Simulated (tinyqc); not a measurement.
# Screening length from the swing

Question. In a simple model of a Schottky-barrier transistor a barrier thinner than d = 2.9 nm is transparent, so the effective barrier is pn - psi (1 - exp(-d/lam)) and the swing beyond flat band is Vt ln 10/(1 - exp(-d/lam)). Find the thermionic swing, lam, and the effective barrier at psi = 0.2 V.

Values chosen for this exercise:

| symbol | value | unit | meaning |
|---|---|---|---|
| T | 300 | K | temperature |
| pn | 0.25 | eV | barrier for electrons at both contacts |

Constants: q = 1.602176634e-19 C, kB = 1.380649e-23 J/K, Vt = kB T/q. Results are converted to the units shown.

swing in the tunnelling range = 77.768642 mV/decade

Solution. The ratio of the two swings is 1 - exp(-d/lam).

Vt ln 10 = 59.53 mV/decade
lam = 2.000 nm
effective barrier = 0.09691 eV

Program tinyqc, `OMP_NUM_THREADS=1 python tinyqc.py 2390117 2390118 out.jsonl`; Intel Xeon 2.30GHz, shared host, one thread, about 0.3 s.
